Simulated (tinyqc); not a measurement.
Capacitance measurement on a leaky thin oxide: effects of series resistance and leakage: one step of the calculation.

The device is a capacitance C in parallel with a leakage conductance G, in series with Rs and Ls. An impedance meter reports either a parallel pair (Cp, Gp) from Y = 1/Z = Gp + i w Cp or a series pair (Cs, Rm) from Z = Rm + 1/(i w Cs); w = 2 pi f, dissipation D = Gp/(w |Cp|).

Task. True capacitance and conductance. EOT = 3.9 tox/eox; CET = EOT + zc + zp; C = 3.9 eps0 A/CET; G = Jg A/Vs.

Values chosen for this exercise; values of the order met in thin-oxide MOS capacitors:
```
symbol,value,unit,meaning
eox,9.09,,relative permittivity of the gate insulator (close to aluminium oxide)
tox,2.8,nm,insulator thickness
A,100,um^2,gate area
zc,0.46,nm,oxide-equivalent thickness added by the accumulation layer
zp,0,nm,oxide-equivalent thickness added by gate depletion
Jg,0.021,A/cm^2,"gate leakage current density, not matched to the thickness"
Vs,0.17,V,voltage for an e-fold rise of the leakage
```

Constants: eps0 = 8.8541878128e-14 F/cm where lengths are in cm. Results are converted to the units shown.

Give: EOT; CET; C; G.

Result.

EOT = 1.201 nm
CET = 1.661 nm
C = 2.079 pF
G = 0.1235 uS

Computed by the program tinyqc: `OMP_NUM_THREADS=1 python tinyqc.py 2022102 2022103 out.jsonl`, one thread of a shared Intel Xeon 2.30GHz, about 0.01 s for the whole run.
